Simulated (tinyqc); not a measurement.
Ten-year voltage from two stress tests.

Question. Lifetimes follow tau = t0 exp(B/Vd). Ten years are 3.15576e8 s. Find B, t0 and the drain voltage for ten years.

lifetimes at Vd = 3.7 and 4.2 V (s): [27000, 3917.03479]

Solution. ln(tau) is linear in 1/Vd.

B = 60.0 V
t0 = 0.00245 s
ten-year voltage = 2.35 V

Computed by the program tinyqc: `OMP_NUM_THREADS=1 python tinyqc.py 2550132 2550133 out.jsonl`, one thread of a shared Intel Xeon 2.30GHz, about 0.01 s for the whole run.
